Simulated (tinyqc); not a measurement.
Hueckel theory of the pi electrons with the omega technique, for the molecule Clc1cc[cH+]ccn1 (SMILES; centres numbered as the heavy atoms are written), step by step. One step of it, computed by the program tinyqc.

Problem. Omega technique, round 2. h_r = h_r(0) + omega q_r, omega = 0.6, with q_r = z_r - P_rr; 0.7 of the old diagonal is kept.

Hueckel matrix in units of beta (H = alpha + beta A):
```
          1Cl        2C        3C        4C        5C        6C        7C        8N
1Cl  1.800000  0.370000  0.000000  0.000000  0.000000  0.000000  0.000000  0.000000
2C   0.370000  0.000000  1.000000  0.000000  0.000000  0.000000  0.000000  1.000000
3C   0.000000  1.000000  0.000000  1.000000  0.000000  0.000000  0.000000  0.000000
4C   0.000000  0.000000  1.000000  0.000000  1.000000  0.000000  0.000000  0.000000
5C   0.000000  0.000000  0.000000  1.000000  0.000000  1.000000  0.000000  0.000000
6C   0.000000  0.000000  0.000000  0.000000  1.000000  0.000000  1.000000  0.000000
7C   0.000000  0.000000  0.000000  0.000000  0.000000  1.000000  0.000000  1.000000
8N   0.000000  1.000000  0.000000  0.000000  0.000000  0.000000  1.000000  0.470000
```

charge and bond-order matrix P:
```
           1Cl         2C         3C         4C         5C         6C         7C         8N
1Cl   1.976326   0.165037  -0.065322  -0.056280   0.037176   0.052208  -0.036558  -0.081676
2C    0.165037   0.791837   0.608055   0.193834  -0.189278  -0.249370   0.094859   0.644297
3C   -0.065322   0.608055   0.858133   0.661993   0.169531  -0.236588  -0.249983   0.142954
4C   -0.056280   0.193834   0.661993   0.837011   0.615524   0.168896  -0.191775  -0.224251
5C    0.037176  -0.189278   0.169531   0.615524   0.836473   0.659540   0.193031  -0.237037
6C    0.052208  -0.249370  -0.236588   0.168896   0.659540   0.857397   0.615856   0.126418
7C   -0.036558   0.094859  -0.249983  -0.191775   0.193031   0.615856   0.798814   0.658317
8N   -0.081676   0.644297   0.142954  -0.224251  -0.237037   0.126418   0.658317   1.044008
```

Centres:
```
centre  z_r, pi electrons of the neutral centre         h
1Cl                                           2  1.800000
2C                                            1  0.000000
3C                                            1  0.000000
4C                                            1  0.000000
5C                                            1  0.000000
6C                                            1  0.000000
7C                                            1  0.000000
8N                                            1  0.470000
```

Give: matrix after round 2.

Solution.

matrix after round 2:
```
       1Cl     2C     3C     4C     5C     6C     7C     8N
1Cl  1.807  0.370  0.000  0.000  0.000  0.000  0.000  0.000
2C   0.370  0.065  1.000  0.000  0.000  0.000  0.000  1.000
3C   0.000  1.000  0.043  1.000  0.000  0.000  0.000  0.000
4C   0.000  0.000  1.000  0.050  1.000  0.000  0.000  0.000
5C   0.000  0.000  0.000  1.000  0.050  1.000  0.000  0.000
6C   0.000  0.000  0.000  0.000  1.000  0.043  1.000  0.000
7C   0.000  0.000  0.000  0.000  0.000  1.000  0.063  1.000
8N   0.000  1.000  0.000  0.000  0.000  0.000  1.000  0.454
```
